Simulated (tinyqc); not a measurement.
From results back to parameters: Penn model of the dielectric constant and Phillips ionicity. Three cases, with inputs chosen for the exercise.

Problem. eps was computed from a and a hidden C.

n = 32/a^3; Ep^2 = 8 pi c e2 n with c = hbar^2/2m0, e2 = e^2/(4 pi eps0); EF = c (3 pi^2 n)^(2/3); eps = 1 + (Ep/Eg)^2 S with S = 1 - Eg/(4 EF) + (Eg/(4 EF))^2/3, Eg the Penn gap. Core d shells are left out.

Phillips: bond length d = sqrt(3) a/4; homopolar gap Eh = 39.74 d^(-2.48) eV (d in angstrom); Eg^2 = Eh^2 + C^2; ionicity fi = C^2/Eg^2.

Constants: hbar^2/2m0 = 3.80998211 eV angstrom^2; e^2/(4 pi eps0) = 14.39964547 eV angstrom.

Case 1.

Values chosen (out of a larger set: near those of SiC; not measured data): a = 4.348 angstrom (cubic lattice constant, 32 valence electrons a cell).

eps = 6.88401

Case 2.

Values chosen (out of a larger set: near those of BN; not measured data): a = 3.627 angstrom (cubic lattice constant, 32 valence electrons a cell).

eps = 4.72939

Case 3.

Values chosen (out of a larger set: near those of GaN; not measured data): a = 4.494 angstrom (cubic lattice constant, 32 valence electrons a cell).

eps = 4.93453

Find: Eg; Eh; C; fi.

Solution. eps falls steadily with Eg, so one Eg fits; C^2 = Eg^2 - Eh^2.

Case 1.

Eg = 9.004 eV
Eh = 8.275 eV
C = 3.55 eV
fi = 0.155

Case 2.

Eg = 14.722 eV
Eh = 12.973 eV
C = 6.96 eV
fi = 0.224

Case 3.

Eg = 10.337 eV
Eh = 7.624 eV
C = 6.98 eV
fi = 0.456

Computed by tinyqc, one run a case: `OMP_NUM_THREADS=1 python tinyqc.py N N+1 out.jsonl` with N = 1681456, 1681464, 1681520; one thread of a shared Intel(R) Xeon(R) Processor @ 2.30GHz, about 0.01 s a run at most.
